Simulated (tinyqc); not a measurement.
Doping the contact: Schottky barrier with interface states (Cowley-Sze model), image lowering and contact resistance. Computed by tinyqc, a small Python program. Command: `OMP_NUM_THREADS=1 python tinyqc.py 3030720 3030721 out.jsonl pinning walk`. One thread of a shared host (Intel(R) Xeon(R) Processor @ 2.30GHz), about 0.01 s of CPU time with the checks.

An n-type semiconductor under a metal. The barrier lies between the Schottky-Mott limit phi_M - chi and the Bardeen limit E_g - E_n, E_n being the neutrality level of the interface states; the space-charge term of the full Cowley-Sze expression is left out.

Inputs (values chosen for the exercise, with gap, mass and screening modelled on GaAs):
```
quantity                                      value  unit
gap E_g                                        1.41    eV
electron affinity chi                          4.16    eV
metal work function phi_M                      4.94    eV
neutrality level E_n above the valence band   0.779    eV
optical dielectric constant eps_opt              11     -
dielectric constant eps_s                      12.9     -
electron mass m_e                            0.0667   m_0
valleys M_c                                       1     -
temperature T                                   300     K
```

Pinning factor from: Moench relation.

Constants: k_B = 8.617333262e-05 eV/K; hbar = 1.054571817e-34 J s; m_0 = 9.1093837015e-31 kg; eps_0 = 8.8541878128e-12 F/m; e = 1.602176634e-19 C; k_B = 1.380649e-23 J/K; h = 6.62607015e-34 J s.

Method:
- S = 1/(1 + 0.1 (eps_opt - 1)^2), an empirical relation for metal-induced gap states.
- phi_B = S (phi_M - chi) + (1 - S)(E_g - E_n); the hole barrier is E_g - phi_B.
- A* = 4 pi e m_e M_c k_B^2/h^3 (a simple valley count); J_s = A* T^2 exp(-phi/k_B T).
- E_00 = (e hbar/2) sqrt(N/(m_e eps_s eps_0)), E_0 = E_00 coth(E_00/k_B T); scaling form of the contact resistivity rho_c = (k_B/(e A* T)) exp(phi_B/E_0), which is the thermionic result when E_00 << k_B T and keeps only the leading exponential of tunnelling when E_00 >> k_B T; image lowering is left out of it.
- Regimes: thermionic below E_00/k_B T = 0.5, field emission above 5.

barrier phi_B = 0.644545 eV

Against doping:
```
N (cm^-3)  1e10/sqrt(N)  E_00/k_B T  rho_c (ohm cm^2)                     regime
1.00e+16     1.0000e+02  7.7424e-02        2.2941e+03        thermionic emission
1.00e+17     3.1623e+01  2.4484e-01        1.4822e+03        thermionic emission
1.00e+18     1.0000e+01  7.7424e-01        4.3264e+01  thermionic-field emission
3.00e+18     5.7735e+00  1.3410e+00        3.9309e-01  thermionic-field emission
1.00e+19     3.1623e+00  2.4484e+00        8.1514e-04  thermionic-field emission
3.00e+19     1.8257e+00  4.2407e+00        1.2782e-05  thermionic-field emission
1.00e+20     1.0000e+00  7.7424e+00        8.9709e-07             field emission
3.00e+20     5.7735e-01  1.3410e+01        2.3001e-07             field emission
1.00e+21     3.1623e-01  2.4484e+01        9.9213e-08             field emission
```

What does the comparison show, and why?

Over the thermionic rows rho_c changes by a factor 1.5 only, and then it falls fast, by 10.4 decades in all; in field emission ln rho_c is linear in 1/sqrt(N). It passes below 1e-7 ohm cm^2 at N = 1e21 cm^-3 of those listed.
